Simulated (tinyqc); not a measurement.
Implant damage, amorphisation by cascade overlap, and solid-phase epitaxial regrowth: one step, computed by the program tinyqc.

Range and width of the damage are inputs. Dynamic annealing enters only through the surviving share f.

Task: The amorphous layer. Displaced share x(z) = f nu Q exp(-(z - R_d)^2/(2 s_d^2))/(sqrt(2 pi) s_d N); the layer is amorphous where x > x_c, between R_d -/+ s_d sqrt(2 ln(x_max/x_c)), the upper edge being cut at the surface. Threshold dose Q_c = Q x_c/x_max.

Inputs (values chosen for the exercise, modelled on fluorine ions in silicon):
```
quantity,value,unit
atomic density N,49.9,1/nm^3
depth of the damage peak R_d,20,nm
width of the damage profile s_d,13,nm
share of defects that survive f,0.78,-
critical displaced share x_c,0.081,-
dose Q,1.5e+15,1/cm^2
```

displacements per ion nu = 255.9458

Give: peak displaced share x_max; threshold dose Q_c; upper edge; lower edge.

Result:

peak displaced share x_max = 1.842

threshold dose Q_c = 6.597e+13 1/cm^2

upper edge = 0 nm

lower edge = 52.49 nm

The layer reaches the surface. Caution: x above 1 counts atoms displaced more than once.
